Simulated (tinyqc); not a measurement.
Gain of the pnp from the holding current.

Problem. On state with both base-emitter voltages at Von: npn base current Ib = (Von/Rs + bp Von/Rw)/(bn bp - 1), holding current Ih = (bn + 1) Ib + Von/Rs. Find bp.

Values chosen for this exercise:
- bn = 11.6 (current gain of the npn)
- Rs = 1100 ohm (substrate resistance shunting the npn)
- Rw = 450 ohm (well resistance shunting the pnp)
- Von = 0.76 V (base-emitter voltage in the on state)

Ih = 2.6963837 mA

Solution. Ih gives Ib, and Ib (bn bp - 1) = Von/Rs + bp Von/Rw is linear in bp.

bp = 5.40

tinyqc, about 0.04 s, one thread, Intel Xeon 2.30GHz (shared host): `OMP_NUM_THREADS=1 python tinyqc.py 2670058 2670059 out.jsonl`
